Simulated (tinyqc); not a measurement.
# Octagonal on-chip spiral inductor, lumped pi model: quality factor against frequency

Outer diameter do = di + 2 n wd + 2 (n - 1) sp, mean da = (do + di)/2, fill p = (do - di)/(do + di), length l = 3.314 n da. L = 2.25 mu0 n^2 da/(1 + 3.55 p), mu0 = 4 pi 1e-7 H/m. Rs = rho l/(wd delta (1 - exp(-th/delta))), delta = sqrt(rho/(pi f mu0)). Cs = n wd^2 eps0 eo/hu across the coil. At each end Cox = l wd eps0 eo/(2 ho) leads to the substrate branch Rsi = 2 rs he/(l wd) in parallel with Csi = l wd eps0 11.7/(2 he). With one end grounded Y = 1/(Rs + i w L) + i w Cs + 1/[1/(i w Cox) + 1/(1/Rsi + i w Csi)], w = 2 pi f; Q = -Im Y/Re Y. Eddy currents in neighbouring turns and in the substrate are left out.

Apparent inductance Im(1/Y)/w; share of the loss Re(substrate branch)/Re Y.

Inputs (values chosen for the exercise); values of the order met in silicon radio-frequency processes: number of turns n = 6.5; line width wd = 4 um; space between turns sp = 3 um; inner diameter di = 100 um; metal thickness th = 3 um; metal resistivity rho = 3 uohm cm; oxide below the coil ho = 3.4 um; oxide between coil and underpass hu = 1.5 um; relative permittivity of the oxide eo = 3; substrate resistivity rs = 100 ohm cm; effective spreading depth in the substrate he = 50 um.

Constants: eps0 = 8.8541878128e-12 F/m. Results are converted to the units shown.

Quality factor against frequency:
```
f (GHz),Rs (ohm),w L/Rs,Q,apparent inductance (nH),loss in the substrate (%)
0.27,10.047,1.3961,1.3931,8.2665,0.093731
0.44,10.774,2.1216,2.1113,8.2698,0.29519
0.71,11.723,3.1465,3.1108,8.2785,0.80638
1.2,13.136,4.7458,4.6103,8.3064,2.1632
1.9,14.818,6.6616,6.2446,8.3741,4.7741
3.1,17.242,9.3408,8.0471,8.5705,10.352
5.1,20.627,12.845,9.1342,9.1629,20.736
8.3,25.154,17.143,7.9839,11.185,36.227
14,31.790,22.879,2.3722,29.779,56.106
```

Q goes from 1.39 through a maximum of 9.13 (at f = 5.1 GHz among the rows listed) to 2.37; the exact peak is 9.15 at 5.37 GHz and Q reaches zero at the self-resonance, 16.0 GHz. The share of the substrate rises from 0.0937 to 56.1 %, and the apparent inductance ends at 3.60 times L. At the peak the substrate takes 22.1 % of the loss. For f = 14 the coil is longer than 0.15 of a wavelength in the oxide, where one lumped section is rough.

Computed by the program tinyqc: `OMP_NUM_THREADS=1 python tinyqc.py 2302188 2302189 out.jsonl`, one thread of a shared Intel Xeon 2.30GHz, about 0.01 s for the whole run.
